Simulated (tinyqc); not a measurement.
Inside a calculation. Model: capacitance measurement on a leaky thin oxide: effects of series resistance and leakage.

Program tinyqc, `OMP_NUM_THREADS=1 python tinyqc.py 2022207 2022208 out.jsonl`; Intel Xeon 2.30GHz, shared host, one thread, about 0.01 s. Printed values are rounded.

The device is a capacitance C in parallel with a leakage conductance G, in series with Rs and Ls. An impedance meter reports either a parallel pair (Cp, Gp) from Y = 1/Z = Gp + i w Cp or a series pair (Cs, Rm) from Z = Rm + 1/(i w Cs); w = 2 pi f, dissipation D = Gp/(w |Cp|).

Values chosen for this exercise; values of the order met in thin-oxide MOS capacitors: relative permittivity of the gate insulator (close to hafnium oxide) eox = 21.8; insulator thickness tox = 3.3 nm; gate area A = 400 um^2; oxide-equivalent thickness added by the accumulation layer zc = 0.42 nm; oxide-equivalent thickness added by gate depletion zp = 0 nm; gate leakage current density, not matched to the thickness Jg = 27 A/cm^2; voltage for an e-fold rise of the leakage Vs = 0.42 V; series resistance Rs = 78 ohm; series inductance Ls = 110 nH; measuring frequency f = 1e5 Hz.

Constants: eps0 = 8.8541878128e-14 F/cm where lengths are in cm. Results are converted to the units shown.

## True capacitance and conductance

EOT = 3.9 tox/eox; CET = EOT + zc + zp; C = 3.9 eps0 A/CET; G = Jg A/Vs.

EOT = 0.590367 nm
CET = 1.01037 nm
C = 13.6708 pF
G = 257.143 uS

## What the meter reports

Z = Rs + i w Ls + 1/(G + i w C).

Z = 3962.55-129.69i ohm
Cp = 13.1315 pF
Gp = 252.092 uS
Cs = 12271.9 pF
D = 30.5538

Cp is 3.9 % below C and Cs is 898 times it; G Rs = 0.0201, w C Rs = 6.70e-4 and G/(w C) = 29.9.
